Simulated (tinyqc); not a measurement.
Interdiffusion in a binary couple: Darken equations, Kirkendall shift and Boltzmann-Matano analysis: one step, computed by the program tinyqc.

x is the mole fraction of B; the molar volume is constant, and the two halves are long enough to count as infinite.

Question. Boltzmann-Matano diffusivity. D~(x) = area/(2 t slope), with z counted from the original interface (the Matano plane); 1 um^2 = 1e-12 m^2.

Inputs (values chosen for the exercise, for a model alloy A-B): temperature T = 1200 K; time t = 100000 s.

area -int z dx from x_L to the local x = 2.182316 um

slope dx/dz at the local x = 0.008901873 1/um

Give: D~ from the profile.

Answer.

D~ from the profile = 1.2258e-15 m^2/s
